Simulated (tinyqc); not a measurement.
Vacancy excess varied: nucleation and growth of vacancy voids in a cooling silicon-like crystal. Computed by tinyqc, a small Python program. Command: `OMP_NUM_THREADS=1 python tinyqc.py 3028518 3028519 out.jsonl voids walk`. One thread of a shared host (Intel(R) Xeon(R) Processor @ 2.30GHz), about 0.4 s of CPU time with the checks.

Spherical voids; vacancies are lost only to voids.

Inputs (values chosen for the exercise, for a model crystal): vacancy density at the melting point C_m = 4.2e+14 1/cm^3; formation energy E_f = 3.97 eV; melting point T_m = 1685 K; diffusion prefactor D0 = 0.0018 cm^2/s; migration energy E_m = 0.39 eV; site density rho = 5e+22 1/cm^3; void surface energy gamma = 0.857 J/m^2; cooling rate q = 18 K/min; ratio (V/G)/xi_c = 1.19; limit of the excess at high V/G = 1.8e+14 1/cm^3; temperature step = 0.2 K.

Vacancy supply: from V/G.

Constants: k_B = 8.617333262e-05 eV/K; k_B = 1.380649e-23 J/K.

Method:
- C = C_x (u - 1)/(u + 0.2) with u = (V/G)/xi_c, a form chosen for the exercise.
- C_e = C_m exp[-(E_f/k_B)(1/T - 1/T_m)]; D = D0 exp(-E_m/(k_B T)); f = k_B T ln(C/C_e); r* = 2 gamma/(rho f); W* = 16 pi gamma^3/(3 rho^2 f^2); Z = f/sqrt(12 pi W* k_B T); I = rho Z (4 pi r* D C) exp(-W*/(k_B T)).
- March down from 1500 K in steps dT, dt = dT/q, with values at the upper end of each step: a class of I dt voids is born with r*; then all classes grow by r^2 += 2 D (C - C_e) dt/rho; C falls by the vacancies added to voids. Stop at 1150 K. T_n is the T of the largest I, N the final count (classes under 1e-6 /cm^3 are dropped), and the mean radius the number average.

initial excess C = 2.46043e+13 1/cm^3

At fixed q:
```
C (1/cm^3)  T_n (K)  N (1/cm^3)  mean radius (nm)
9.80e+12     1303.8  4.0460e+07            10.391
1.50e+13     1325.0  2.9784e+07            13.271
2.50e+13     1351.0  2.0606e+07            17.802
3.90e+13     1374.4  1.4948e+07            22.991
6.20e+13     1399.4  1.0696e+07            30.016
```

What follows from these numbers?

More vacancies nucleate earlier (T_n rises by 96 K) and give fewer, larger voids: N goes as C^-0.72 and the radius as C^0.58, steeper than the -1/2 and +1/2 of the scaling argument at fixed D, because D rises with T_n.

Extremes, crossings and ranges named in words are read from the listed rows.
